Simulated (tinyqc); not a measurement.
Inside a calculation. Model: mobility of a non-polar semiconductor in the relaxation-time approximation. Computed by tinyqc, a small Python program that keeps every step. Command: `OMP_NUM_THREADS=1 python tinyqc.py 3011043 3011044 out.jsonl rta walk`. One thread of a shared host (Intel(R) Xeon(R) Processor @ 2.30GHz), about 0.01 s of CPU time with the checks. Intermediate numbers are printed to about 5 digits and carried at full precision; extremes and crossings named in words are read from the listed rows.

Each valley is treated as a sphere of mass m_d for states and rates, with one isotropic relaxation time; the conductivity mass m_c sets the current.

Inputs (values chosen for the exercise, for a model non-polar semiconductor): longitudinal mass m_l = 0.074 m_0; transverse mass m_t = 0.074 m_0; equivalent valleys Z = 1; non-parabolicity alpha = 0.41 1/eV; static permittivity eps_s = 9.72; density rho = 4970 kg/m^3; sound velocity v_l = 8040 m/s; acoustic deformation potential D_A = 11 eV; phonon energy hbar w = 82.6 meV; optical or intervalley deformation potential D_o = 9.6 1e8 eV/cm; final valleys Z_f = 1; carrier density n = 6.7e+17 1/cm^3; compensation ratio C = 0; temperature T = 100 K; alloy fraction x = 0.45; alloy potential U = 0.52 eV; lattice constant a = 5.49 angstrom.

Band: Kane. Impurity formula: Brooks-Herring. Further scattering: alloy.

Constants: k_B = 8.617333262e-05 eV/K; m_0 = 9.1093837015e-31 kg; e = 1.602176634e-19 C; hbar = 1.054571817e-34 J s; eps_0 = 8.8541878128e-12 F/m; k_B = 1.380649e-23 J/K; hbar = 6.582119569e-16 eV s.

## Masses

m_d = (m_l m_t^2)^(1/3); 1/m_c = (1/m_l + 2/m_t)/3; Hall mass factor A = 3 K_m (K_m + 2)/(2 K_m + 1)^2, K_m = m_l/m_t; N_I = n (1 + C)/(1 - C).

density-of-states mass m_d = 0.074 m_0

conductivity mass m_c = 0.074 m_0

Hall mass factor A = 1

ionised impurity density N_I = 6.70e+17 1/cm^3

## Fermi level and screening

Kane band: hbar^2 k^2/(2 m) = E (1 + alpha E), speed v = hbar k/(m (1 + 2 alpha E)), states per spin, volume and energy g(E) = m k (1 + 2 alpha E)/(2 pi^2 hbar^2); overlap factors are set to 1. Here m = m_d. Masses are multiplied by m_0 and all formulas are in SI units. The reduced Fermi level eta = E_F/(k_B T) solves n = 2 Z int g f dE with f = 1/(1 + exp(x - eta)) (Z = 1 unless valleys are given); screening length L_s = sqrt(eps_s eps_0 k_B T/(e^2 dn/deta)), dn/deta = 2 Z int g f (1 - f) dE. Integrals over x = E/(k_B T) use 160 Gauss-Legendre points in u = sqrt(x) from 0 to sqrt(max(eta, 0) + 32).

reduced Fermi level eta = 4.0891

screening length L_s = 4.5475 nm

The gas is degenerate (eta > 2): L_s is longer than the Debye formula would give.

## Rates at a few energies

Phonon occupation N_q = 1/(exp(hbar w/(k_B T)) - 1). Acoustic deformation potential (elastic, equipartition, absorption and emission together): 1/tau = 2 pi k_B T D_A^2 g(E)/(hbar rho v_l^2). Optical or intervalley deformation potential: 1/tau = (pi Z_f D_o^2/(rho w)) [N_q g(E + hbar w) + (N_q + 1) g(E - hbar w)], with g = 0 below the band edge. Each optical term is multiplied by (1 - f(E'))/(1 - f(E)), E' the final energy, for Pauli blocking. Singly charged impurities, momentum relaxation: 1/tau = N_I e^4 m (1 + 2 alpha E) Phi/(8 pi (eps_s eps_0)^2 hbar^3 k^3), with alpha = 0 for a parabolic band. Brooks-Herring: Phi = ln(1 + b) - b/(1 + b), b = 4 k^2 L_s^2. Alloy disorder: 1/tau = (2 pi/hbar) Omega x (1 - x) U^2 g(E), Omega = a^3/4 (other conventions for Omega rescale U).

Rates (1e12/s) at E = (max(eta, 0) + 0.5, 1, 2, 4) k_B T:
```
E (meV)  acoustic     optical  ionised impurity    alloy
39.545   0.070440  2.2186e-05            7.3778  0.37502
43.854   0.074496  1.9299e-05            6.7649  0.39662
52.471   0.082186  1.6689e-05            5.7861  0.43756
69.706   0.096341  1.6152e-05            4.4566  0.51292
```

## Mobility for each process alone

mu = (m_d/m_c) (2 Z e/(3 n k_B T)) int g v^2 tau f (1 - f) dE. Averages over x are split at the emission threshold x_0 = hbar w/(k_B T): 64 Gauss-Legendre points in sqrt(x) below it and 128 in sqrt(x - x_0) above it, up to x = max(eta, 0) + 32.

acoustic mobility = 3.2059e+05 cm^2/(V s)

optical mobility = 1.0352e+09 cm^2/(V s)

ionised impurity mobility = 3448.7 cm^2/(V s)

alloy mobility = 60216 cm^2/(V s)

## All processes together

Rates are added at each energy before the average. With <y> = int g v^2 y f (1 - f) dE: Hall factor r_H = A (3 n k_B T/(2 Z m_d)) <tau^2/(1 + 2 alpha E)>/<tau>^2 (alpha = 0 for a parabolic band); Hall mobility r_H mu; |S| = (k_B/e) (<x tau>/<tau> - eta); resistivity 1/(n e mu).

drift mobility mu = 3184.9 cm^2/(V s)

Hall factor r_H = 1.0549

Hall mobility = 3359.7 cm^2/(V s)

Seebeck coefficient |S| = 128.39 microvolt/K

resistivity = 0.0029250 ohm cm

Taking r_H = 1 in a Hall measurement would give a density 0.948 times the true one. Caution: n is taken as given; at low temperature (in diamond even at 300 K) real dopants can freeze out, which changes n and N_I.

## Matthiessen's rule against the full average

Matthiessen's rule adds 1/mu of the separate processes.

Separate mobilities:
```
process           mu (cm^2/(V s))  share of the sum of 1/mu (%)
acoustic               3.2059e+05                    1.0072e+00
optical                1.0352e+09                    3.1193e-04
ionised impurity       3.4487e+03                    9.3630e+01
alloy                  6.0216e+04                    5.3624e+00
```

mobility by Matthiessen's rule = 3229.0 cm^2/(V s)

excess of Matthiessen's rule over the full mu = 1.3871 %

The rule gives 3229 against the full 3185, 1.4 % too high; it can only overestimate, since each separate average is carried by the energies where that process is weak. One process, ionised impurity, holds 94 % of the resistance, so the error is small.

Checks made by the program: the sum rule (2 Z/(3 k_B T)) int g v^2 (1 + 2 alpha E) f (1 - f) dE = n/m_d (relative difference below 1e-10).
